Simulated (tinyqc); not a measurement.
# Threshold-voltage variability of a planar MOSFET, analytic estimates: effects of single changes

Three independent sources add in quadrature: random dopants in the depleted layer, metal-gate grains of two orientations, and roughness of the two gate edges acting through the roll-off VT = VT(long) - Vr exp(-L/l). These are first-order estimates: no three-dimensional electrostatics, no percolation.

Values chosen for this exercise; material values close to those of silicon:
- T = 325 K (temperature)
- Eg = 1.14 eV (band gap)
- eps_r = 11.6 (relative permittivity of the semiconductor)
- Nc = 3.17e19 cm^-3 (conduction-band density of states at T)
- Nv = 3.03e19 cm^-3 (valence-band density of states at T)
- Na = 3.4e17 cm^-3 (channel doping)
- ti = 1.3 nm (oxide-equivalent thickness in inversion)
- L = 45 nm (gate length)
- W = 90 nm (gate width)
- G = 7 nm (metal grain size)
- dW = 0.1 eV (work-function difference of the two grain orientations)
- p = 0.6 (share of the orientation of higher work function)
- De = 1.1 nm (rms roughness of one gate edge)
- La = 20 nm (correlation length of the roughness)
- l = 8.7 nm (decay length of the threshold roll-off)
- Vr = 1.6 V (prefactor of the roll-off)

Constants: q = 1.602176634e-19 C, kB = 1.380649e-23 J/K, Vt = kB T/q, eps0 = 8.8541878128e-14 F/cm where lengths are in cm. Results are converted to the units shown.

Each table varies one quantity; the others keep the values above.

## Effect of the correlation length of the roughness

ni = sqrt(Nc Nv) exp(-Eg/(2 Vt)), Eg in volts; Cox = 3.9 eps0/ti; Wd = sqrt(4 eps0 eps_r Vt ln(Na/ni)/(q Na)); dopants: s1 = (q/Cox) sqrt(Na Wd/(3 L W)). Grains: Ng = L W/G^2 (at least 1), s2 = dW sqrt(p (1 - p)/Ng). Edges, with exponential correlation and u = W/La: the mean gate length has sL^2 = 2 De^2 (2/u)[1 - (1 - exp(-u))/u]; s3 = sL (Vr/l) exp(-L/l). s = sqrt(s1^2 + s2^2 + s3^2). l and Vr are held fixed.

The same in every row: s1 (mV) = 7.674; s2 (mV) = 5.389.

Effect of the correlation length of the roughness:

| La (nm) | s3 (mV) | s (mV) | s sqrt(L W) (mV um) |
|---|---|---|---|
| 2 | 0.3382 | 9.383 | 0.5971 |
| 5 | 0.5256 | 9.392 | 0.5977 |
| 10 | 0.7211 | 9.405 | 0.5985 |
| 20 | 0.9554 | 9.425 | 0.5998 |
| 40 | 1.187 | 9.452 | 0.6015 |
| 80 | 1.368 | 9.476 | 0.6031 |
| 160 | 1.484 | 9.493 | 0.6042 |

What does the comparison show?

As La goes from 2 to 160 nm, s rises from 9.38 to 9.49 mV. The dopants are the largest source in the first and the last row. The edge term s3 rises from 0.338 to 1.48 mV: a longer correlation averages out less along the width. In every row the depletion depth exceeds L, so source and drain share much of the charge and s1 is rough.

## Effect of the oxide-equivalent thickness in inversion

Same model as above.

l and Vr are held fixed.

The same in every row: s2 (mV) = 5.3886; s3 (mV) = 0.95539.

Results:

| ti (nm) | s1 (mV) | s (mV) | s sqrt(L W) (mV um) |
|---|---|---|---|
| 0.8 | 4.7224 | 7.2285 | 0.46002 |
| 1.2 | 7.0836 | 8.9514 | 0.56966 |
| 1.6 | 9.4448 | 10.916 | 0.69467 |
| 2 | 11.806 | 13.013 | 0.82812 |
| 2.8 | 16.528 | 17.411 | 1.1080 |
| 3.2 | 18.890 | 19.666 | 1.2516 |

Estimate the missing row, ti = 2.4 nm.

Computed row:

| ti (nm) | s1 (mV) | s (mV) | s sqrt(L W) (mV um) |
|---|---|---|---|
| 2.4 | 14.167 | 15.187 | 0.96652 |

With this row back in the table: As ti goes from 0.8 to 3.2 nm, s rises from 7.23 to 19.7 mV. The largest source is the grains in the first row and the dopants in the last. s1 goes on average as ti^(1.00). In every row the depletion depth exceeds L, so source and drain share much of the charge and s1 is rough.

## Effect of the gate width

Same model as above.

l and Vr are held fixed.

Effect of the gate width:

| W (nm) | s1 (mV) | s2 (mV) | s3 (mV) | s (mV) | s sqrt(L W) (mV um) |
|---|---|---|---|---|---|
| 30 | 13.29 | 9.333 | 1.301 | 16.29 | 0.5986 |
| 49 | 10.40 | 7.303 | 1.161 | 12.76 | 0.5992 |
| 79 | 8.191 | 5.752 | 1.001 | 10.06 | 0.5997 |
| 130 | 6.385 | 4.484 | 0.8279 | 7.846 | 0.6001 |
| 210 | 5.024 | 3.528 | 0.6735 | 6.175 | 0.6003 |
| 340 | 3.948 | 2.772 | 0.5399 | 4.854 | 0.6005 |
| 550 | 3.104 | 2.180 | 0.4295 | 3.817 | 0.6006 |
| 900 | 2.427 | 1.704 | 0.3382 | 2.984 | 0.6006 |

Read the table: what changes, and by how much?

As W goes from 30 to 900 nm, s falls from 16.3 to 2.98 mV. The dopants are the largest source in the first and the last row. The product s sqrt(L W) stays near 0.600 mV um: s1 and s2 go as 1/sqrt(L W), so the change comes from s3 alone. In every row the depletion depth exceeds L, so source and drain share much of the charge and s1 is rough.

Program tinyqc, `OMP_NUM_THREADS=1 python tinyqc.py 2090015 2090016 out.jsonl`; Intel Xeon 2.30GHz, shared host, one thread, about 0.01 s.
